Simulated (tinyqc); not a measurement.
Inside a calculation. Method: RHF in the sto-3g basis, for BeH+, spin multiplicity 1. Computed by tinyqc, a small Python program that keeps every step (integrals from PySCF). Settings: charge = 1, multiplicity = 1, basis = sto-3g, energy threshold = 1e-10, iteration cap = 60, orthogonalisation = canonical, start = atomic densities, DIIS depth = 4, method = RHF. Command: `OMP_NUM_THREADS=1 python tinyqc.py 20394 20395 out.jsonl` (the two numbers bound the seeds that draw the settings). One thread of a shared host (Intel(R) Xeon(R) Processor @ 2.60GHz), about 0.1 s of CPU time with the checks. Later iterations appear only in the table of the cycle.

## One-electron integrals

Geometry (angstrom):
```
atom,x,y,z
Be,0.00000,0.00000,0.00000
H,0.00000,0.00000,1.33200
```

Basis sto-3g: exponents (1/bohr^2) and contraction coefficients of normalised primitives:
```
element,l (shell),exponent,coefficient
Be,s (1),30.16787,0.15433
Be,s (1),5.49512,0.53533
Be,s (1),1.48719,0.44463
Be,s (2),1.31483,-0.09997
Be,s (2),0.30554,0.39951
Be,s (2),0.09937,0.70012
Be,p (3),1.31483,0.15592
Be,p (3),0.30554,0.60768
Be,p (3),0.09937,0.39196
H,s (1),3.42525,0.15433
H,s (1),0.62391,0.53533
H,s (1),0.16886,0.44463
```

Overlap, kinetic and nuclear-attraction integrals over the contracted functions; the nuclear repulsion is the sum of Za Zb / Rab.

nuclear repulsion = 1.5891208 hartree

overlap S, lower triangle:
```
,1Be 1s,1Be 2s,1Be 2px,1Be 2py,1Be 2pz,2H 1s
1Be 1s,1.00000
1Be 2s,0.25952,1.00000
1Be 2px,0.00000,0.00000,1.00000
1Be 2py,0.00000,0.00000,0.00000,1.00000
1Be 2pz,0.00000,0.00000,0.00000,0.00000,1.00000
2H 1s,0.07072,0.46320,0.00000,0.00000,0.52814,1.00000
```

kinetic energy T (hartree), lower triangle:
```
,1Be 1s,1Be 2s,1Be 2px,1Be 2py,1Be 2pz,2H 1s
1Be 1s,6.69397
1Be 2s,-0.03301,0.21111
1Be 2px,0.00000,0.00000,0.66059
1Be 2py,0.00000,0.00000,0.00000,0.66059
1Be 2pz,0.00000,0.00000,0.00000,0.00000,0.66059
2H 1s,-0.01646,0.07036,0.00000,0.00000,0.19663,0.76003
```

nuclear attraction V (hartree), lower triangle:
```
,1Be 1s,1Be 2s,1Be 2px,1Be 2py,1Be 2pz,2H 1s
1Be 1s,-14.95837
1Be 2s,-2.00235,-2.68412
1Be 2px,0.00000,0.00000,-2.62654
1Be 2py,0.00000,0.00000,0.00000,-2.62654
1Be 2pz,-0.01822,-0.14939,0.00000,0.00000,-2.74406
2H 1s,-0.54808,-1.26715,0.00000,0.00000,-1.43140,-2.80273
```

core Hamiltonian H = T + V (hartree), lower triangle:
```
,1Be 1s,1Be 2s,1Be 2px,1Be 2py,1Be 2pz,2H 1s
1Be 1s,-8.26440
1Be 2s,-2.03536,-2.47301
1Be 2px,0.00000,0.00000,-1.96595
1Be 2py,0.00000,0.00000,0.00000,-1.96595
1Be 2pz,-0.01822,-0.14939,0.00000,0.00000,-2.08347
2H 1s,-0.56454,-1.19678,0.00000,0.00000,-1.23477,-2.04269
```

## Two-electron integrals

Functions are numbered as in S; the eight-fold symmetry (ij|kl) = (ji|kl) = (kl|ij) leaves the list below.

Two-electron integrals (ij|kl) in chemists' order, unique and non-zero (hartree):
```
i,j,k,l,(ij|kl)
1,1,1,1,2.29883
2,1,1,1,0.39204
2,1,2,1,0.07954
2,2,1,1,0.57099
2,2,2,1,0.14304
2,2,2,2,0.41768
3,1,3,1,0.01461
3,2,3,1,0.02189
3,2,3,2,0.09226
3,3,1,1,0.56958
3,3,2,1,0.14308
3,3,2,2,0.41759
3,3,3,3,0.44986
4,1,4,1,0.01461
4,2,4,1,0.02189
4,2,4,2,0.09226
4,3,4,3,0.02425
4,4,1,1,0.56958
4,4,2,1,0.14308
4,4,2,2,0.41759
4,4,3,3,0.40136
4,4,4,4,0.44986
5,1,5,1,0.01461
5,2,5,1,0.02189
5,2,5,2,0.09226
5,3,5,3,0.02425
5,4,5,4,0.02425
5,5,1,1,0.56958
5,5,2,1,0.14308
5,5,2,2,0.41759
5,5,3,3,0.40136
5,5,4,4,0.40136
5,5,5,5,0.44986
6,1,1,1,0.10583
6,1,2,1,0.02145
6,1,2,2,0.03883
6,1,3,3,0.03855
6,1,4,4,0.03855
6,1,5,1,0.00193
6,1,5,2,0.00360
6,1,5,5,0.03942
6,1,6,1,0.00608
6,2,1,1,0.22895
6,2,2,1,0.05805
6,2,2,2,0.18129
6,2,3,3,0.17476
6,2,4,4,0.17476
6,2,5,1,0.00764
6,2,5,2,0.04448
6,2,5,5,0.19420
6,2,6,1,0.01729
6,2,6,2,0.11188
6,3,3,1,0.00567
6,3,3,2,0.02564
6,3,5,3,0.00796
6,3,6,3,0.01111
6,4,4,1,0.00567
6,4,4,2,0.02564
6,4,5,4,0.00796
6,4,6,4,0.01111
6,5,1,1,0.23609
6,5,2,1,0.06065
6,5,2,2,0.19880
6,5,3,3,0.18705
6,5,4,4,0.18705
6,5,5,1,0.01255
6,5,5,2,0.06970
6,5,5,5,0.22209
6,5,6,1,0.01900
6,5,6,2,0.14029
6,5,6,5,0.18300
6,6,1,1,0.39343
6,6,2,1,0.10162
6,6,2,2,0.35309
6,6,3,3,0.32746
6,6,4,4,0.32746
6,6,5,1,0.01667
6,6,5,2,0.12157
6,6,5,5,0.40405
6,6,6,1,0.03127
6,6,6,2,0.27007
6,6,6,5,0.36133
6,6,6,6,0.77461
```

## Orthogonalisation

S = U s U^T; canonical form X = U s^(-1/2), so that X^T S X = 1. Each column of U has its largest component positive (the first on a tie).

eigenvalues of S: 0.28959  0.79357  1.00000  1.00000  1.17198  1.74485

X:
```
,1,2,3,4,5,6
1Be 1s,0.20598,0.80404,0.00000,0.00000,0.59657,0.18168
1Be 2s,-0.91475,-0.58822,0.00000,0.00000,0.44173,0.38185
1Be 2px,0.00000,0.00000,-0.14618,0.98926,0.00000,0.00000
1Be 2py,0.00000,0.00000,0.98926,0.14618,0.00000,0.00000
1Be 2pz,-0.95718,0.48184,0.00000,0.00000,-0.52274,0.36320
2H 1s,1.28753,-0.18833,0.00000,0.00000,-0.17023,0.51224
```

Within a degenerate level the vectors are fixed only up to a rotation; this is one choice.

## Starting guess

The start is atomic minimal-basis densities projected into this basis (PySCF's MINAO start) and scaled to the electron count of each spin; this density is not idempotent, so its energy is not variational and may lie below the converged one.

D at the start, lower triangle:
```
,1Be 1s,1Be 2s,1Be 2px,1Be 2py,1Be 2pz,2H 1s
1Be 1s,1.72583
1Be 2s,-0.42565,1.65959
1Be 2px,0.00000,0.00000,0.00000
1Be 2py,0.00000,0.00000,0.00000,0.00000
1Be 2pz,0.00965,-0.02084,0.00000,0.00000,0.00172
2H 1s,-0.02362,0.11318,0.00000,0.00000,0.03030,0.70026
```

## Iteration 1: building the Fock matrix

J_ij = sum D_kl (ij|kl), K_ij = sum D_kl (ik|jl); F = H + J - 0.5 K; E = tr D H + tr D J / 2 - 0.25 tr D K + E_nn.

Coulomb J (hartree), lower triangle:
```
,1Be 1s,1Be 2s,1Be 2px,1Be 2py,1Be 2pz,2H 1s
1Be 1s,4.91889
1Be 2s,0.93348,1.85607
1Be 2px,0.00000,0.00000,1.83329
1Be 2py,0.00000,0.00000,0.00000,1.83329
1Be 2pz,0.01344,0.09583,0.00000,0.00000,1.89349
2H 1s,0.25546,0.86734,0.00000,0.00000,0.97845,1.79841
```

exchange K (hartree), lower triangle:
```
,1Be 1s,1Be 2s,1Be 2px,1Be 2py,1Be 2pz,2H 1s
1Be 1s,3.76991
1Be 2s,0.65462,0.82818
1Be 2px,0.00000,0.00000,0.17354
1Be 2py,0.00000,0.00000,0.00000,0.17354
1Be 2pz,0.01872,0.12312,0.00000,0.00000,0.31726
2H 1s,0.20029,0.53919,0.00000,0.00000,0.36737,0.80025
```

Fock matrix F (hartree), lower triangle:
```
,1Be 1s,1Be 2s,1Be 2px,1Be 2py,1Be 2pz,2H 1s
1Be 1s,-5.23047
1Be 2s,-1.42919,-1.03103
1Be 2px,0.00000,0.00000,-0.21942
1Be 2py,0.00000,0.00000,0.00000,-0.21942
1Be 2pz,-0.01413,-0.11512,0.00000,0.00000,-0.34861
2H 1s,-0.40922,-0.59904,0.00000,0.00000,-0.44000,-0.64441
```

total energy of this density = -12.6575206 hartree

This density is the starting one; it is not idempotent, so its energy is not variational and may lie below the converged one.

## Iteration 1: diagonalisation and new density

Diagonalise F' = X^T F X, C = X C', fill 2 alpha and 2 beta electrons from the bottom; D = 2 C_occ C_occ^T. Each column has its largest component positive (the first on a tie).

F' = X^T F X (hartree), lower triangle:
```
,1,2,3,4,5,6
1,0.14875
2,-0.29384,-2.36464
3,0.00000,0.00000,-0.21942
4,0.00000,0.00000,0.00000,-0.21942
5,-0.11572,-2.15329,0.00000,0.00000,-2.77296
6,-0.07533,-0.82877,0.00000,0.00000,-1.11988,-1.24436
```

orbital energies (hartree): MO1 -5.23174, MO2 -0.80928, MO3 -0.39022, MO4 -0.21942, MO5 -0.21942, MO6 0.19803

coefficients C:
```
,MO1,MO2,MO3,MO4,MO5,MO6
1Be 1s,0.99545,-0.22086,-0.16570,0.00000,0.00000,0.10320
1Be 2s,0.01697,0.66872,0.74043,0.00000,0.00000,-0.72664
1Be 2px,0.00000,0.00000,0.00000,-0.51542,0.85694,0.00000
1Be 2py,0.00000,0.00000,0.00000,0.85694,0.51542,0.00000
1Be 2pz,0.00322,0.17267,-0.56027,0.00000,0.00000,-1.09992
2H 1s,0.00013,0.45095,-0.45408,0.00000,0.00000,1.25499
```

D after iteration 1, lower triangle:
```
,1Be 1s,1Be 2s,1Be 2px,1Be 2py,1Be 2pz,2H 1s
1Be 1s,2.07938
1Be 2s,-0.26160,0.89494
1Be 2px,0.00000,0.00000,0.00000
1Be 2py,0.00000,0.00000,0.00000,0.00000
1Be 2pz,-0.06986,0.23104,0.00000,0.00000,0.05965
2H 1s,-0.19893,0.60312,0.00000,0.00000,0.15573,0.40672
```

Within a degenerate level the vectors are fixed only up to a rotation; this is one choice.

## Iteration 2: building the Fock matrix

As before.

Coulomb J (hartree), lower triangle:
```
,1Be 1s,1Be 2s,1Be 2px,1Be 2py,1Be 2pz,2H 1s
1Be 1s,5.58762
1Be 2s,1.03183,1.91993
1Be 2px,0.00000,0.00000,1.89408
1Be 2py,0.00000,0.00000,0.00000,1.89408
1Be 2pz,0.02721,0.16295,0.00000,0.00000,1.96213
2H 1s,0.28440,0.92063,0.00000,0.00000,1.04643,1.89978
```

exchange K (hartree), lower triangle:
```
,1Be 1s,1Be 2s,1Be 2px,1Be 2py,1Be 2pz,2H 1s
1Be 1s,4.63393
1Be 2s,0.79173,0.72480
1Be 2px,0.00000,0.00000,0.13861
1Be 2py,0.00000,0.00000,0.00000,0.13861
1Be 2pz,0.00452,0.33757,0.00000,0.00000,0.35101
2H 1s,0.21691,0.64478,0.00000,0.00000,0.50069,0.91771
```

Fock matrix F (hartree), lower triangle:
```
,1Be 1s,1Be 2s,1Be 2px,1Be 2py,1Be 2pz,2H 1s
1Be 1s,-4.99374
1Be 2s,-1.39940,-0.91548
1Be 2px,0.00000,0.00000,-0.14118
1Be 2py,0.00000,0.00000,0.00000,-0.14118
1Be 2pz,0.00673,-0.15522,0.00000,0.00000,-0.29684
2H 1s,-0.38859,-0.59854,0.00000,0.00000,-0.43868,-0.60177
```

total energy of this density = -14.6451130 hartree

## Iteration 2: DIIS over 2 matrices

error matrix X^T (FDS - SDF) X:
```
,1,2,3,4,5,6
1,0.00000,0.02531,0.00000,0.00000,0.02638,-0.02627
2,-0.02531,0.00000,0.00000,0.00000,0.09601,-0.07446
3,0.00000,0.00000,0.00000,0.00000,0.00000,0.00000
4,0.00000,0.00000,0.00000,0.00000,0.00000,0.00000
5,-0.02638,-0.09601,0.00000,0.00000,0.00000,0.03573
6,0.02627,0.07446,0.00000,0.00000,-0.03573,0.00000
```

B (overlaps of the stored error matrices):
```
,1,2
1,2.9424294e-01,5.4649847e-02
2,5.4649847e-02,3.6131864e-02
```

Minimise |sum c_i e_i|^2 with sum c_i = 1: solve [B -1; -1 0][c; lambda] = [0; -1] with B_ij = tr e_i^T e_j, and take F = sum c_i F_i.

DIIS coefficients: -0.08376  1.08376

extrapolated F (hartree), lower triangle:
```
,1Be 1s,1Be 2s,1Be 2px,1Be 2py,1Be 2pz,2H 1s
1Be 1s,-4.97391
1Be 2s,-1.39690,-0.90580
1Be 2px,0.00000,0.00000,-0.13462
1Be 2py,0.00000,0.00000,0.00000,-0.13462
1Be 2pz,0.00848,-0.15858,0.00000,0.00000,-0.29251
2H 1s,-0.38687,-0.59850,0.00000,0.00000,-0.43857,-0.59820
```

## Iteration 2: diagonalisation and new density

As before.

F' = X^T F X (hartree), lower triangle:
```
,1,2,3,4,5,6
1,0.30232
2,-0.24608,-2.13608
3,0.00000,0.00000,-0.13462
4,0.00000,0.00000,0.00000,-0.13462
5,-0.13325,-2.10644,0.00000,0.00000,-2.62193
6,-0.06567,-0.78923,0.00000,0.00000,-1.06547,-1.19779
```

orbital energies (hartree): MO1 -4.97666, MO2 -0.76205, MO3 -0.24688, MO4 -0.13462, MO5 -0.13462, MO6 0.33210

coefficients C:
```
,MO1,MO2,MO3,MO4,MO5,MO6
1Be 1s,0.99291,-0.20322,-0.19116,0.00000,0.00000,0.11865
1Be 2s,0.02688,0.57600,0.75844,0.00000,0.00000,-0.78484
1Be 2px,0.00000,0.00000,0.00000,-0.65059,0.75943,0.00000
1Be 2py,0.00000,0.00000,0.00000,0.75943,0.65059,0.00000
1Be 2pz,0.00040,0.23684,-0.61531,0.00000,0.00000,-1.05776
2H 1s,-0.00277,0.50232,-0.30443,0.00000,0.00000,1.28045
```

D after iteration 2, lower triangle:
```
,1Be 1s,1Be 2s,1Be 2px,1Be 2py,1Be 2pz,2H 1s
1Be 1s,2.05436
1Be 2s,-0.18074,0.66500
1Be 2px,0.00000,0.00000,0.00000
1Be 2py,0.00000,0.00000,0.00000,0.00000
1Be 2pz,-0.09546,0.27286,0.00000,0.00000,0.11219
2H 1s,-0.20966,0.57852,0.00000,0.00000,0.23793,0.50466
```

Within a degenerate level the vectors are fixed only up to a rotation; this is one choice.

## Iteration 8 (converged): orbitals

converged F (hartree), lower triangle:
```
,1Be 1s,1Be 2s,1Be 2px,1Be 2py,1Be 2pz,2H 1s
1Be 1s,-5.01913
1Be 2s,-1.41127,-0.87732
1Be 2px,0.00000,0.00000,-0.14431
1Be 2py,0.00000,0.00000,0.00000,-0.14431
1Be 2pz,0.01689,-0.15231,0.00000,0.00000,-0.33935
2H 1s,-0.39035,-0.57769,0.00000,0.00000,-0.45946,-0.57677
```

As before.

F' = X^T F X (hartree), lower triangle:
```
,1,2,3,4,5,6
1,0.33054
2,-0.24676,-2.13957
3,0.00000,0.00000,-0.14431
4,0.00000,0.00000,0.00000,-0.14431
5,-0.15409,-2.12008,0.00000,0.00000,-2.66650
6,-0.05108,-0.82518,0.00000,0.00000,-1.05291,-1.19512
```

orbital energies (hartree): MO1 -5.02199, MO2 -0.74194, MO3 -0.26433, MO4 -0.14431, MO5 -0.14431, MO6 0.35761

coefficients C:
```
,MO1,MO2,MO3,MO4,MO5,MO6
1Be 1s,0.99293,-0.19235,-0.20082,0.00000,0.00000,0.12065
1Be 2s,0.02646,0.54182,0.76578,0.00000,0.00000,-0.80188
1Be 2px,0.00000,0.00000,0.00000,-0.69975,0.71439,0.00000
1Be 2py,0.00000,0.00000,0.00000,0.71439,0.69975,0.00000
1Be 2pz,-0.00198,0.29626,-0.63568,0.00000,0.00000,-1.03038
2H 1s,-0.00157,0.49547,-0.22616,0.00000,0.00000,1.29920
```

D after iteration 8, lower triangle:
```
,1Be 1s,1Be 2s,1Be 2px,1Be 2py,1Be 2pz,2H 1s
1Be 1s,2.04583
1Be 2s,-0.15590,0.58853
1Be 2px,0.00000,0.00000,0.00000
1Be 2py,0.00000,0.00000,0.00000,0.00000
1Be 2pz,-0.11791,0.32093,0.00000,0.00000,0.17555
2H 1s,-0.19373,0.53683,0.00000,0.00000,0.29358,0.49099
```

Within a degenerate level the vectors are fixed only up to a rotation; this is one choice.

## Convergence

Stop when the energy changes by less than 1e-10 hartree and every element of the error matrix X^T (F D S - S D F) X is below 3e-06.

Course of the cycle:
```
iteration,E (hartree),change,largest element of the error matrix
1,-12.6575206,-,3.41e-01
2,-14.6451130,-1.99e+00,9.60e-02
3,-14.6623071,-1.72e-02,2.41e-02
4,-14.6644020,-2.09e-03,8.90e-03
5,-14.6647309,-3.29e-04,7.08e-04
6,-14.6647325,-1.61e-06,3.56e-05
7,-14.6647325,-1.36e-09,3.05e-06
8,-14.6647325,-3.84e-11,2.90e-08
```

PySCF RHF in the same basis = -14.6647325 hartree

Converged in 8 iterations.

## Populations, bond orders and dipole

Mulliken: Z minus the diagonal of D S on the atom; Loewdin: the same with S^(1/2) D S^(1/2); Mayer order: 2 sum_s sum (D(s) S)_ij (D(s) S)_ji over the two atoms.

Charges (e):
```
atom,Mulliken,Loewdin
1Be,0.88100,0.91130
2H,0.11900,0.08870
```

Mayer bond orders:
```
pair,order
2-1,0.98584
```

dipole moment about the origin, x y z (debye): 0.00000  0.00000  -2.61733
